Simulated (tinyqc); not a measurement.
# Frequency dispersion of an accumulation capacitance by border traps, distributed model: effects of single changes

Traps spread evenly through the insulator exchange electrons with the semiconductor by tunnelling, with tau(x) = t0 exp(2 ka x) at depth x from the interface. The admittance per area Y seen at depth x obeys dY/dx = -Y^2/(i w eps0 eox) + q Nb ln(1 + i w tau)/tau, with Y(0) = i w Cs and w = 2 pi f; the gate sees Y(tox) = G + i w C. Working variable y = Y/(i w), in uF/cm^2. Cox = eps0 eox/tox.

Values chosen for this exercise; permittivity close to that of silicon dioxide:
```
symbol   value         unit                                               meaning
eox       3.96                             relative permittivity of the insulator
tox        5.7           nm                                   insulator thickness
Cs        0.66      uF/cm^2             semiconductor capacitance in accumulation
Nb      6.3e19  cm^-3 eV^-1                               density of border traps
ka         3.6         1/nm  decay constant of the wave function in the insulator
t0       2e-10            s              time constant of a trap at the interface
f          100           Hz                                             frequency
```

Constants: q = 1.602176634e-19 C, eps0 = 8.8541878128e-14 F/cm where lengths are in cm. Results are converted to the units shown.

Each table varies one quantity; the others keep the values above.

## Capacitance and loss against frequency

Cox; trap-free value 1/(1/Cox + 1/Cs); response depth d = ln(1/(w t0))/(2 ka), where w tau = 1; lumped estimate: all traps within d act as C_bt = q Nb d placed at d/2, so C = 1/{1/[1/(1/Cs + d/(2 eps0 eox)) + C_bt] + (tox - d/2)/(eps0 eox)}. C and G from a fine integration; dispersion -d C/d log10 f over C, from f times and over 1.1. For a broad spread of time constants G/w is close to -(pi/2) dC/d ln w.

The same in every row: trap-free C (uF/cm^2) = 0.3184.

Result of one run:
```
f (Hz)	d (nm)	C (uF/cm^2)	G/w (uF/cm^2)	dispersion (% a decade)	-(pi/2) dC/d ln w (uF/cm^2)	lumped C (uF/cm^2)
10000	1.567	0.5726	0.02759	7.027	0.02745	0.5360
```

What becomes of these results when the frequency f is changed from 10000 to 1000 Hz, all else the same?

Result of the changed run:
```
f (Hz)	d (nm)	C (uF/cm^2)	G/w (uF/cm^2)	dispersion (% a decade)	-(pi/2) dC/d ln w (uF/cm^2)	lumped C (uF/cm^2)
1000	1.887	0.6138	0.02905	6.907	0.02892	0.5675
```

The whole series:
```
f (Hz)	d (nm)	C (uF/cm^2)	G/w (uF/cm^2)	dispersion (% a decade)	-(pi/2) dC/d ln w (uF/cm^2)	lumped C (uF/cm^2)
10	2.527	0.7058	0.03457	7.148	0.03442	0.6291
100	2.207	0.6578	0.03137	6.960	0.03123	0.5983
1000	1.887	0.6138	0.02905	6.907	0.02892	0.5675
10000	1.567	0.5726	0.02759	7.027	0.02745	0.5360
1e5	1.247	0.5329	0.02704	7.391	0.02687	0.5029
1e6	0.9277	0.4933	0.02762	8.136	0.02738	0.4670
1e7	0.6079	0.4519	0.02974	9.551	0.02944	0.4261
```

C falls from 0.7058 to 0.4519 uF/cm^2, towards the trap-free 0.3184; each decade of frequency removes ln 10/(2 ka) = 0.320 nm from the response depth. The dispersion goes from 7.15 through a minimum of 6.91 (at f = 1000 Hz among the rows listed) to 9.55 % a decade and G/w goes from 0.0346 through a minimum of 0.0270 (at f = 1e5 Hz among the rows listed) to 0.0297 uF/cm^2. G/w lies between 1.00 and 1.01 times -(pi/2) dC/d ln w, the relation for a broad spread of time constants.

## Effect of the insulator thickness

Same model as above.

The same in every row: d (nm) = 2.207.

Effect of the insulator thickness:
```
tox (nm)	C (uF/cm^2)	G/w (uF/cm^2)	dispersion (% a decade)	-(pi/2) dC/d ln w (uF/cm^2)	lumped C (uF/cm^2)	trap-free C (uF/cm^2)
2.9	1.377	0.1323	14.27	0.1341	1.146	0.4269
3.8	1.020	0.07567	10.78	0.07501	0.8853	0.3848
5	0.7569	0.04157	8.007	0.04135	0.6794	0.3400
6.6	0.5629	0.02296	5.957	0.02288	0.5186	0.2943
8.7	0.4211	0.01284	4.456	0.01280	0.3957	0.2502
11	0.3300	0.007882	3.492	0.007862	0.3142	0.2149
15	0.2398	0.004160	2.537	0.004149	0.2313	0.1726
20	0.1787	0.002310	1.890	0.002304	0.1739	0.1385
```

As tox goes from 2.9 to 20, C falls from 1.38 to 0.179 uF/cm^2, the dispersion falls from 14.3 to 1.89 % a decade and G/w falls from 0.132 to 0.00231 uF/cm^2. The lumped estimate is 17 % below C in the first row and 2.7 % below it in the last.

Program tinyqc, `OMP_NUM_THREADS=1 python tinyqc.py 2202188 2202189 out.jsonl`; Intel Xeon 2.30GHz, shared host, one thread, about 0.6 s.
